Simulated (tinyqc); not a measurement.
What moves the tail: Franz-Keldysh effect at a direct gap.

Parabolic bands, vertical transitions, no excitons. For each hole band j: mr = me mj/(me + mj); joint density of states J_j(E) = (mr/c)^(3/2) sqrt(E - Eg)/(2 pi^2), both spins, c = hbar^2/2m0; averaged matrix element |e.p|^2 = m0 Ep/6; alpha_j(E) = 4 pi^2 alpha_f c Ep J_j/(3 nr E) in 1/angstrom (alpha_f the fine-structure constant, listed as alpha among the constants), times 1e8 for 1/cm.

In a field Fd (1 kV/cm = 1e-5 V/angstrom) the electro-optic energy of band j is th = (c (e Fd)^2/mr)^(1/3), and sqrt(E - Eg) in J_j is replaced by pi sqrt(th) [Ai'(b)^2 - b Ai(b)^2] with b = (Eg - E)/th; Ai is the Airy function.

Constants: hbar^2/2m0 = 3.80998211 eV angstrom^2; fine-structure constant alpha = 0.007297352564.

Values chosen for the exercise (near those of InGaAs; the results hold for these values, not for the real material):
- Eg = 0.756 eV (direct gap)
- me = 0.0416 m0 (electron mass)
- mhh = 0.478 m0 (heavy-hole mass)
- mlh = 0.054 m0 (light-hole mass)
- Ep = 22.2 eV (Kane energy)
- nr = 3.58 (refractive index)
- Fd = 150 kV/cm (uniform field)
- det = 60 meV (detuning below the gap)

At E = Eg - det.

Results for these values:

| case | th heavy (meV) | alpha (1/cm) |
|---|---|---|
| base | 60.732 | 164.3 |

What happens to each result for det = 70 meV, all else kept?

Answer: th heavy does not change at the printed digits; alpha falls from 164.3 to 111.6.

The same for each parameter in turn:

| case | th heavy (meV) | alpha (1/cm) |
|---|---|---|
| base | 60.732 | 164.3 |
| Fd = 195 kV/cm | 72.340 | 260.3 |
| det = 70 meV | 60.732 | 111.6 |
| me = 0.0478 m0 | 58.213 | 173.3 |
| mlh = 0.0702 m0 | 60.732 | 169.1 |
| Ep = 24.4 eV | 60.732 | 180.6 |
| nr = 3.76 | 60.732 | 156.5 |

Computed by tinyqc, a small Python program: `OMP_NUM_THREADS=1 python tinyqc.py 1652382 1652383 out.jsonl` (the numbers bound the seed that draws the inputs); one thread of a shared host (Intel(R) Xeon(R) Processor @ 2.30GHz), about 0.01 s for the whole set of steps.
